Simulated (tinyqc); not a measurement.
Pair of shallow donors (hydrogen-like orbitals): one step. Two electrons and exchange. Two cases, with inputs chosen for the exercise.

Problem. Give C, X, Q, A and J.

Each donor has the orbital exp(-r/a); energy unit Ha* = q/(eps a), q = e^2/(4 pi eps0), so that a lone donor is bound by Ha*/2; x = R/a. One electron: S = (1 + x + x^2/3) exp(-x), j = 1/x - (1 + 1/x) exp(-2x), k = (1 + x) exp(-x); levels E(+/-) = -1/2 - (j +/- k)/(1 +/- S) in Ha*, without the repulsion of the ions, split by D = |E(-) - E(+)|.

Two electrons, Heitler-London: with S' = (1 - x + x^2/3) exp(x), C = 1/x - exp(-2x)(1/x + 11/8 + 3x/4 + x^2/6), X = (1/5){exp(-2x)(25/8 - 23x/4 - 3x^2 - x^3/3) + (6/x)[S^2 (0.5772157 + ln x) + S'^2 Ei(-4x) - 2 S S' Ei(-2x)]}, Q = C - 2j + 1/x and A = X - 2 S k + S^2/x, the singlet and triplet lie at (Q +/- w A)/(1 +/- w S^2) from two lone donors, with the valley weight w = 1 (one valley); the exchange is J = triplet - singlet.

Give: C, X, Q, A; J.

Case 1.

Ha* = 56.38959 meV
x = 5.939850

Solution.

C, X, Q, A (Ha*): 0.1683  0.0008936  -6.612e-05  -0.0004971

J = 56.0 micro-eV

A swap of the two spins takes pi hbar/J = 0.0369 ns (hbar = 6.58212e-16 eV s). Against the one-electron splitting D = 1.13 meV, J/D = 0.05: exchange needs both electrons to tunnel and falls as exp(-2x), D as exp(-x).

Case 2.

Ha* = 10.16666 meV
x = 5.246971

Solution.

C, X, Q, A (Ha*): 0.1903  0.002572  -0.0002135  -0.001511

J = 30.7 micro-eV

A swap of the two spins takes pi hbar/J = 0.0674 ns (hbar = 6.58212e-16 eV s). Against the one-electron splitting D = 0.356 meV, J/D = 0.086: exchange needs both electrons to tunnel and falls as exp(-2x), D as exp(-x).

Computed by tinyqc, one run a case: `OMP_NUM_THREADS=1 python tinyqc.py N N+1 out.jsonl` with N = 1251889, 1252109; one thread of a shared Intel(R) Xeon(R) Processor @ 2.30GHz, about 0.01 s a run at most.
